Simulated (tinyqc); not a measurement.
Schemes compared: quasiparticle equation with a plasmon-pole self-energy for two band edges.

For each edge E = e + X + Sc(E), with the correlation part Sc(E) = A[0]/(E - a + w) + A[1]/(E - b - w); a and b are the valence and conduction energies that enter the Green function (a = ev, b = ec in the one-shot scheme). Z = 1/(1 - dSc/dE), dSc/dE = -A[0]/(E - a + w)^2 - A[1]/(E - b - w)^2.

Values chosen for the exercise (scales of the order of those of GaAs; shifted at random, so the results belong to these values and not to a real crystal): ev = 0 eV (mean-field valence top); ec = 0.5 eV (mean-field conduction edge); w = 13.4 eV (pole energy); Av = (42, 17) eV^2 (weights of the valence state on the hole and electron poles); Ac = (19.8, 42) eV^2 (the same for the conduction state); Xv = -2.52 eV (exchange minus the mean-field potential, valence); Xc = 2.52 eV (the same, conduction).

Z = 1; linearised; exact one-shot; energies updated in G (a, b); updated in G and W, where w grows by half of the opening of the gap (a rule chosen for the exercise).

Cases:
```
scheme
mean field
Z = 1
linearised
"one-shot, exact"
update G
update G and W
```

Rank the cases by gap, lowest first.

Answer: mean field, one-shot, exact, linearised, update G, update G and W, Z = 1.

Results (eV):
```
scheme,Ev,Ec,gap,opening
mean field,0.000,0.500,0.500,0.000
Z = 1,-0.609,1.310,1.919,1.419
linearised,-0.460,1.106,1.567,1.067
"one-shot, exact",-0.459,1.103,1.562,1.062
update G,-0.511,1.196,1.707,1.207
update G and W,-0.604,1.279,1.883,1.383
```

The openings run from 1.062 (one-shot, exact) to 1.419 eV (Z = 1). Linearising moves the gap by 5 meV, updating G +146 meV and updating W a further +175 meV: once Z is kept, the level of self-consistency matters more than linearising.

Computed by tinyqc, a small Python program: `OMP_NUM_THREADS=1 python tinyqc.py 1880405 1880406 out.jsonl` (the numbers bound the seed that draws the inputs); one thread of a shared host (Intel(R) Xeon(R) Processor @ 2.30GHz), about 0.03 s for the whole set of steps.
